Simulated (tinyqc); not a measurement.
Short-channel transistor, virtual-source model with series resistance: one step of the calculation.

The current per gate width is the charge at the top of the source barrier (the virtual source) times its velocity times a saturation function; al and be are fitting constants of the model. Units: I in uA/um, Rs in ohm um, so I Rs = 1e-6 I Rs in volts; Q in uC/cm^2, so I = 1e-4 Q vx0 Fsat with vx0 in cm/s.

Question. Current through the series resistance. Intrinsic voltages Vg' = Vgs - I Rs, Vd' = Vds - 2 I Rs. n = n0 + nd Vd', VT = VT0 - dl Vd', Ff = 1/(1 + exp((Vg' - VT + al Vt/2)/(al Vt))), Q = Cinv n Vt ln(1 + exp((Vg' - VT + al Vt Ff)/(n Vt))), Vdsat = (vx0 L/mu)(1 - Ff) + Vt Ff, Fsat = u/(1 + u^be)^(1/be) with u = Vd'/Vdsat, and I(out) = Q vx0 Fsat per width. (Fsat takes the sign of u.) I(new) = I + 0.3 (I(out) - I).

Inputs (values chosen for the exercise):
- T = 300 K (temperature)
- Cinv = 2.97 uF/cm^2 (inversion capacitance)
- vx0 = 1.33e7 cm/s (velocity at the virtual source)
- mu = 82 cm^2/(V s) (apparent mobility)
- L = 32 nm (channel length)
- VT0 = 0.43 V (threshold at zero drain voltage)
- dl = 0.177 V/V (drain-induced barrier lowering)
- n0 = 1.3 (subthreshold factor)
- nd = 0.2 1/V (growth of n with drain voltage)
- al = 3.5 (threshold shift (in units of Vt) from weak to strong inversion)
- be = 1.4 (sharpness of saturation)
- Rs = 90 ohm um (series resistance of each contact)
- Vgs = 0.9 V (gate voltage)
- Vds = 0.45 V (drain voltage)

Constants: q = 1.602176634e-19 C, kB = 1.380649e-23 J/K, Vt = kB T/q. Results are converted to the units shown.

I at the start = 0 uA/um

Give: Vg'; Vd'; VT; Ff; Q; Vdsat; Fsat; I(out); I after iteration 1.

Answer.

Vg' = 0.9000 V
Vd' = 0.4500 V
VT = 0.3503 V
Ff = 0.001393
Q = 1.633 uC/cm^2
Vdsat = 0.5183 V
Fsat = 0.5659
I(out) = 1229 uA/um
I after iteration 1 = 368.7 uA/um

tinyqc, about 0.01 s, one thread, Intel Xeon 2.30GHz (shared host): `OMP_NUM_THREADS=1 python tinyqc.py 2380036 2380037 out.jsonl`
